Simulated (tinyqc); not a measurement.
p-n heterojunction, non-linear Poisson equation by Newton steps, Fermi-Dirac statistics: effect of the donor density of material 2.

One dimension, material 1 (p-type) at x < 0 and material 2 (n-type) at x > 0. Band edges: Ec = -psi in material 1 and -psi + dEc in material 2, Ev = Ec - Eg. Flat quasi-Fermi levels: 0 for holes, +V for electrons. n = Nc F((EFn - Ec)/Vt), p = Nv F((Ev - EFp)/Vt), with F(eta) = F_1/2(eta) = (2/sqrt(pi)) int_0^infinity sqrt(u) du/(1 + exp(u - eta)) (Fermi-Dirac statistics); full ionisation, no interface charge, classical densities; the doping types are chosen for the exercise.

Exact first integral: on each side D^2/(2 eps0 er) = G, G = q [Vt (nI_j - nI_b) + Vt (pI_j - pI_b) - C (psi_j - psi_b)], with C = -N1 or +N2, b the neutral end of that side, and nI, pI the densities with F_1/2 replaced by F_3/2(eta) = (4/(3 sqrt(pi))) int_0^infinity u^(3/2) du/(1 + exp(u - eta)). D is continuous, so er1 G1(psi_j) = er2 G2(psi_j) fixes psi_j. Ends from Nv1 F((-psi_L - Eg1)/Vt) = N1 and Nc2 F((V + psi_R - dEc)/Vt) = N2. D is counted positive when psi rises towards material 2. Depletion (Anderson) capacitance C^2 = q eps0 er1 er2 N1 N2/(2 (er1 N1 + er2 N2)(psi_R - psi_L)). -dD/dV is the change of the displacement at the interface with both quasi-Fermi levels flat; it is the terminal capacitance only while neither side holds an inversion layer. n_j and p_j are densities at the interface.

Values chosen for this exercise; band and dielectric values close to those of CdS and CdTe:
- T = 300 K (temperature)
- Eg1 = 2.36 eV (band gap of material 1)
- er1 = 8.93 (relative permittivity of material 1)
- Nc1 = 2.21e18 cm^-3 (conduction-band density of states of material 1)
- Nv1 = 1.79e19 cm^-3 (valence-band density of states of material 1)
- Eg2 = 1.49 eV (band gap of material 2)
- er2 = 10.1 (relative permittivity of material 2)
- Nc2 = 8.07e17 cm^-3 (conduction-band density of states of material 2)
- Nv2 = 1.84e19 cm^-3 (valence-band density of states of material 2)
- dEc = 0.11 eV (conduction-band offset Ec2 - Ec1)
- N1 = 2.3e16 cm^-3 (acceptor density of material 1)
- V = 0 V (bias of side 1 against side 2)

Constants: q = 1.602176634e-19 C, kB = 1.380649e-23 J/K, Vt = kB T/q, eps0 = 8.8541878128e-14 F/cm where lengths are in cm. Results are converted to the units shown.

Effect of the donor density of material 2:
columns A: N2 (cm^-3); B: psi_R - psi_L (V); C: psi_j - psi_L (V); D: psi_R - psi_j (V); E: D/q (cm^-2); F: n_j in 1 (cm^-3); G: p_j in 2 (cm^-3); H: -dD/dV (nF/cm^2); I: depletion C (nF/cm^2)
```
A           B       C       D         E         F         G      H      I
1.6e16  2.197  0.9845   1.212  4.665e11   0.01342  1.987e16  11.10  17.09
3.2e16  2.215   1.348  0.8665  5.479e11   1.740e4  1.533e10  20.29  20.05
6.1e16  2.232   1.661  0.5712  6.092e11   3.068e9   8.698e4  22.39  22.13
1.2e17  2.250   1.905  0.3450  6.531e11  3.907e13     6.829  23.80  23.53
2.3e17  2.268   2.060  0.2085  6.824e11  1.539e16   0.01729  23.22  24.29
4.4e17  2.287   2.142  0.1450  7.575e11  3.557e17  7.087e-4  13.61  24.67
8.4e17  2.308   2.183  0.1258  9.466e11  1.431e18  1.486e-4  7.542  24.82
1.6e18  2.333   2.212  0.1215  1.249e12  3.313e18  4.792e-5  5.062  24.83
```

As N2 goes from 1.6e16 to 1.6e18, the total bending rises from 2.20 to 2.33 V and the sheet charge D/q rises from 4.66e11 to 1.25e12 cm^-2; the share of the bending in material 1 rises from 44.8 to 94.8 %. The capacitance departs most from the depletion formula at N2 = 1.6e18, where it is 80 % below it, and there the electrons at the interface in material 1 outnumber its acceptors: an inversion layer has formed. For N2 = 1.6e18 the carriers at the interface are degenerate and confined to a layer thin enough for quantisation, which is left out.

Computed by the program tinyqc: `OMP_NUM_THREADS=1 python tinyqc.py 2040019 2040020 out.jsonl`, one thread of a shared Intel Xeon 2.30GHz, about 0.2 s for the whole run.
